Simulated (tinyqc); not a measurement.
Hydrogen passivation of interface dangling bonds: competing passivation and dissociation with distributed barriers: one step, computed by the program tinyqc.

P_b + H2 gives P_bH + H at the rate k_f [H2]; P_bH gives P_b + H at the rate k_d. All defects start unpassivated. E_f and E_d are Gaussian and independent.

Task: Single barriers. [H2] = solubility factor x p; a = k_f0 [H2] exp(-E_f/(k_B T)), d = k_d0 exp(-E_d/(k_B T)). For one pair of barriers the active share is y = [d + a exp(-(a + d) t)]/(a + d). Temperatures in kelvin are T(C) + 273.15.

Inputs (values chosen for the exercise, close to those used for P_b centres at the silicon-oxide interface):

| quantity | value | unit |
|---|---|---|
| passivation prefactor k_f0 | 8e-07 | cm^3/s |
| mean passivation barrier E_f | 1.54 | eV |
| spread sigma_f | 0.099 | eV |
| dissociation prefactor k_d0 | 7e+12 | 1/s |
| mean dissociation barrier E_d | 2.8 | eV |
| spread sigma_d | 0.092 | eV |
| H2 in the oxide per atm, solubility factor | 5.8e+17 | 1/(cm^3 atm) |
| hydrogen pressure p | 1 | atm |
| anneal temperature T | 225 | C |
| anneal time t | 120 | s |

Constants: k_B = 8.617333262e-05 eV/K.

Give: passivation rate a; dissociation rate d; a t; steady active share d/(a + d); active share, single barriers.

Result:

passivation rate a = 1.220e-04 1/s

dissociation rate d = 3.293e-16 1/s

a t = 0.01464

steady active share d/(a + d) = 2.699e-12

active share, single barriers = 0.9855

The anneal is too short or cold to finish.
